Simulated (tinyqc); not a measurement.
Polar nitride quantum well with polarisation fields: one step. Estimate from two triangular wells. Two cases, with inputs chosen for the exercise.

Problem. For a strong field: E = Eg - |e F_w| Lw + a0 (c (e F_w)^2)^(1/3) (me^(-1/3) + mh^(-1/3)), a0 = 2.338107, hard walls, c = hbar^2/2m0, 1 MV/cm = 0.01 V/angstrom.

Constants: hbar^2/2m0 = 3.80998211 eV angstrom^2.

Give: electron term; hole term; E.

Case 1.

Values chosen (near those of an InGaN well in GaN; the results hold for these values, not for the real material):
- Eg = 2.456 eV (gap of the well)
- Lw = 15 angstrom (well width)
- me = 0.166 m0 (electron, well)
- mh = 1.73 m0 (hole, everywhere)
- Vc = 0.669 eV (conduction offset)
- Vv = 0.315 eV (valence offset)

F_w = -2.74720 MV/cm

Results:

| case | E_e (eV) | E_h (eV) | <z>_e | <z>_h | overlap^2 | E (eV) | nm |
|---|---|---|---|---|---|---|---|
| no field | 0.277495 | 0.051964 | 0.000 | 0.000 | 0.90556 | 2.785460 | 445.112 |
| built-in field | 0.254772 | -0.007821 | 2.399 | -4.112 | 0.55698 | 2.702951 | 458.699 |

Solution.

electron term = 0.6050 eV
hole term = 0.2770 eV
E = 2.9258 eV

The electron term exceeds the drop across the well, so the electron still feels the far wall and the estimate is outside its range. Against the grid result 2.7030 eV the estimate errs by +223 meV: +144 from the electron and +79 from the hole, since hard walls stand in for offsets of 0.669 and 0.315 eV into which the carriers leak.

Case 2.

Values chosen (near those of a GaN well in AlGaN; the results hold for these values, not for the real material):
- Eg = 3.44 eV (gap of the well)
- Lw = 21 angstrom (well width)
- me = 0.2 m0 (electron, well)
- mh = 1.98 m0 (hole, everywhere)
- Vc = 0.918 eV (conduction offset)
- Vv = 0.432 eV (valence offset)

F_w = -4.23255 MV/cm

Results:

| case | E_e (eV) | E_h (eV) | <z>_e | <z>_h | overlap^2 | E (eV) | nm |
|---|---|---|---|---|---|---|---|
| no field | 0.187327 | 0.029719 | 0.000 | 0.000 | 0.95875 | 3.657046 | 339.028 |
| built-in field | 0.091943 | -0.188330 | 4.602 | -7.541 | 0.13751 | 3.343612 | 370.809 |

Solution.

electron term = 0.7584 eV
hole term = 0.3532 eV
E = 3.6628 eV

Both terms lie below the drop across the well, but the estimate also takes the near wall as infinitely high. Against the grid result 3.3436 eV the estimate errs by +319 meV: +222 from the electron and +97 from the hole, since hard walls stand in for offsets of 0.918 and 0.432 eV into which the carriers leak.

Computed by tinyqc, one run a case: `OMP_NUM_THREADS=1 python tinyqc.py N N+1 out.jsonl` with N = 1282127, 1282314; one thread of a shared Intel(R) Xeon(R) Processor @ 2.30GHz, about 0.05 s a run at most.
